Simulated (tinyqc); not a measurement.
Two-mode optical phonons of a ternary alloy from two coupled oscillators: one step, computed by the program tinyqc.

An alloy A(x)B(1-x)C has an A-C and a B-C bond oscillator. Each TO frequency moves linearly from the impurity mode (dilute end) to the TO of the pure crystal; each strength is proportional to the number of bonds.

Problem. The two oscillators. omega_1 = (impurity mode of A) + x (omega_TO,AC - impurity mode of A); omega_2 = (impurity mode of B) + (1 - x)(omega_TO,BC - impurity mode of B); eps_inf = x eps_AC + (1 - x) eps_BC; strengths W_1 = x eps_AC (omega_LO,AC^2 - omega_TO,AC^2), W_2 = (1 - x) eps_BC (omega_LO,BC^2 - omega_TO,BC^2).

Inputs (values chosen for the exercise, for a model alloy):

| quantity | value | unit |
|---|---|---|
| omega_TO of pure AC | 736 | 1/cm |
| omega_LO of pure AC | 777 | 1/cm |
| omega_TO of pure BC | 468 | 1/cm |
| omega_LO of pure BC | 570 | 1/cm |
| eps_inf of AC | 7.24 | - |
| eps_inf of BC | 9.69 | - |
| impurity mode of A in BC | 747 | 1/cm |
| impurity mode of B in AC | 464 | 1/cm |
| fraction x of A | 0.57 | - |

Give: omega_1 (A-C, TO); omega_2 (B-C, TO); eps_inf; W_1; W_2.

Solution.

omega_1 (A-C, TO) = 740.73 1/cm

omega_2 (B-C, TO) = 465.72 1/cm

eps_inf = 8.2935

W_1 = 2.560e+05 1/cm^2

W_2 = 4.412e+05 1/cm^2
